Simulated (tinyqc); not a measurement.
Phonon-assisted absorption at an indirect gap, step by step. Values are carried at full precision from step to step, so a last printed digit may differ when a step is redone from the rounded ones.

alpha(E) = sum_j A_j [N_j (E - Eg + w_j)^2 + (N_j + 1)(E - Eg - w_j)^2], each bracket counted only where its base is positive; N_j = 1/(exp(w_j/kB T) - 1). The first term absorbs a phonon and the second emits one; excitons and direct transitions are left out.

Constants: kB = 8.617333262e-05 eV/K.

Inputs chosen for the exercise (loosely those of AlAs at room temperature; Eg is not tied to T; the results hold for these values, not for the real material): Eg = 2.112 eV (indirect gap, held fixed unless listed); w = (45.4, 12.7) meV (two zone-edge phonons); A = (5400, 660) 1/(cm eV^2) (their strengths); T = 300 K; E = 2.195 eV (photon energy); nr = 3.08 (refractive index); d = 14 micrometre (thickness); xj = 0.14 micrometre (dead layer at the surface); W = 3.2 micrometre (depleted width); L = 12 micrometre (minority diffusion length below it).

## The four branches at one energy

Evaluate the occupations and each term.

N_j: 0.2088  1.576

terms with phonon absorption (1/cm): 18.59  9.529

terms with phonon emission (1/cm): 9.228  8.404

alpha = 45.75 1/cm
wavelength hc/E (hc = 1239.841984 eV nm) = 564.8 nm

Phonon absorption supplies 61.5 % of alpha; the depth 1/alpha is 219 micrometre.

## What a slab does with it

Slab of thickness d in air, incoherent passes: R = ((nr - 1)/(nr + 1))^2, x = exp(-alpha d); transmitted Tr = (1 - R)^2 x/(1 - R^2 x^2), reflected Rt = R + (1 - R)^2 R x^2/(1 - R^2 x^2), absorbed Ab = (1 - R)(1 - x)/(1 - R x).

d in cm is 1e-4 times the value in micrometres.

R = 0.2599
x = 0.9380
Tr = 0.5462
Rt = 0.3931
Ab = 0.0607

A single pass would absorb (1 - R)(1 - x) = 0.0459; the back face adds 0.0148.

## Quantum efficiency of a diode

Photodiode (Gaertner form with a dead layer): QE = (1 - R) exp(-alpha xj) [1 - exp(-alpha W)/(1 + alpha L)], R = ((nr - 1)/(nr + 1))^2; responsivity = QE/E in A/W for E in eV.

Evaluate the factors; 1 micrometre = 1e-4 cm.

passes the dead layer = 0.9994
collected share = 0.0658
QE = 0.0487
responsivity = 0.0222 A/W

Without diffusion from below the collected share would be 0.0145.

## Checks

- Tr + Rt + Ab against 1: both 1.000000.

(tinyqc, `OMP_NUM_THREADS=1 python tinyqc.py 1650771 1650772 out.jsonl`, Intel(R) Xeon(R) Processor @ 2.30GHz, 1 thread, shared host, about 0.01 s.)
